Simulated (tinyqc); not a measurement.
Where the concentration falls to given levels: concentration-dependent dopant diffusion with charged defects and the built-in field. Computed by tinyqc, a small Python program. Command: `OMP_NUM_THREADS=1 python tinyqc.py 3006368 3006369 out.jsonl extrinsic walk`. One thread of a shared host (Intel(R) Xeon(R) Processor @ 2.30GHz), about 0.09 s of CPU time with the checks.

A constant source C_s feeds a half space. The dopant moves through neutral point defects and through charged ones, whose number grows with the majority carrier density n.

Inputs (values chosen for the exercise, modelled on boron in silicon): neutral prefactor D0x = 0.0511 cm^2/s; neutral activation energy E0 = 3.48 eV; singly charged prefactor D01 = 0.987 cm^2/s; activation energy E1 = 3.48 eV; surface concentration C_s = 4.4e+18 1/cm^3; temperature T = 1025 C; time t = 2700 s.

Field enhancement: off.

Constants: k_B = 8.617333262e-05 eV/K.

Method:
- n_i = 3.87e16 T^1.5 exp(-7014/T) per cm^3 (T in kelvin, an empirical form); each D = prefactor x exp(-E/(k_B T)); the intrinsic diffusivity D_i is their sum.
- Temperatures in kelvin are T(C) + 273.15.
- n = C/2 + sqrt(C^2/4 + n_i^2); D(C) = h [Dx + D1 (n/n_i)], h = 1.
- With y = x/sqrt(D_s t), u = C/C_s and q = -(D/D_s) du/dy: du/dy = -q D_s/D, dq/dy = -(y/2) q D_s/D, u(0) = 1. The surface flux q(0) is shot so that u tends to 0 (LSODA, an adaptive multistep solver, relative tolerance 1e-10). Dose Q = 2 q(0) C_s sqrt(D_s t).
- For comparison, erfc profiles with a constant D: x = 2 sqrt(D t) erfc^-1(C/C_s), with D = D_i and D = D_s.

partial diffusivities (cm^2/s): Dx 1.57796e-15, D1 3.04784e-14

n_i = 8.15029e+18 1/cm^3

surface diffusivity D_s = 4.13742e-14 cm^2/s

intrinsic diffusivity D_i = 3.20564e-14 cm^2/s

Depth (nm):
```
C/C_s       D/D_s    full  erfc with D_i  erfc with D_s
8.00e-01  0.95085   38.67          33.33          37.87
5.00e-01  0.88089   99.34          88.74         100.82
2.00e-01  0.81563  181.36         168.61         191.56
1.00e-01  0.79494  228.77         216.41         245.86
3.00e-02  0.78078  296.53         285.52         324.37
1.00e-02  0.77678  348.76         338.90         385.02
1.00e-03  0.77499  441.06         432.93         491.84
1.00e-04  0.77481  518.92         511.88         581.54
```

The depth between C/C_s = 0.1 and 1e-4 spans 290 nm in the full profile, against 295 nm for D_i and 336 nm for D_s; the ratio of the depths at 1e-4 and at 0.5 is 5.22, against 5.77 for any erfc. The profile stays close to an erfc.
